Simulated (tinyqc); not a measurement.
Harmonic frequencies on the RHF/3-21g surface (energies and gradients from PySCF), for H2, spin multiplicity 1, step by step. Computed by tinyqc, a small Python program that keeps every step (integrals from PySCF). Settings: charge = 0, multiplicity = 1, basis = 3-21g, delta = 0.01. Command: `OMP_NUM_THREADS=1 python tinyqc.py 31106 31107 out.jsonl` (the two numbers bound the seeds that draw the settings). One thread of a shared host (Intel(R) Xeon(R) Processor @ 2.60GHz), about 0.5 s of CPU time with the checks.

## One row of the Hessian: 2Hz

optimised positions (bohr), order 1H, 2H:
```
[[0.0000, 0.0000, 0.0871],
 [0.0000, 0.0000, 1.4757]]
```

gradient at +delta (hartree/bohr), order 1H, 2H:
```
[[0.000000, 0.000000, -0.004080],
 [0.000000, 0.000000, 0.004080]]
```

gradient at -delta (hartree/bohr), order 1H, 2H:
```
[[0.000000, 0.000000, 0.004193],
 [0.000000, 0.000000, -0.004193]]
```

Displace 2Hz by +/-0.01 bohr; H(k, :) = (g(+) - g(-)) / (2 delta).

row of the Hessian (hartree/bohr^2): [0.000000, 0.000000, -0.413633, 0.000000, 0.000000, 0.413633]

## Hessian by finite differences

All rows are made in the same way, and the matrix is symmetrised.

Hessian (symmetrised) (hartree/bohr^2), order 1Hx, 1Hy, 1Hz, 2Hx, 2Hy, 2Hz:
```
[[0.000020, 0.000000, 0.000000, -0.000020, 0.000000, 0.000000],
 [0.000000, 0.000020, 0.000000, 0.000000, -0.000020, 0.000000],
 [0.000000, 0.000000, 0.413633, 0.000000, 0.000000, -0.413633],
 [-0.000020, 0.000000, 0.000000, 0.000020, 0.000000, 0.000000],
 [0.000000, -0.000020, 0.000000, 0.000000, 0.000020, 0.000000],
 [0.000000, 0.000000, -0.413633, 0.000000, 0.000000, 0.413633]]
```

## Normal modes

masses (u): [1.0078, 2.0141]

Diagonalise H_ij / sqrt(m_i m_j); the 5 smallest eigenvalues belong to translations and rotations; wavenumber = sqrt(eigenvalue / 1822.888) x 219474.63; each mode has its largest component positive (the first on a tie); zero-point energy = sum of wavenumbers / 2, with 349.755 1/cm per kcal/mol. A mass of 2.014 u marks deuterium.

eigenvalues of the mass-weighted Hessian (hartree/(bohr^2 u)): [0.0000, 0.0000, 0.0000, 0.0000, 0.0000, 0.6158]

harmonic wavenumbers of the vibrations (1/cm): [4033.9]

mass-weighted modes, order 1Hx, 1Hy, 1Hz, 2Hx, 2Hy, 2Hz:
```
[[0.0000],
 [0.0000],
 [0.8164],
 [0.0000],
 [0.0000],
 [-0.5775]]
```

zero-point energy = 5.7667 kcal/mol
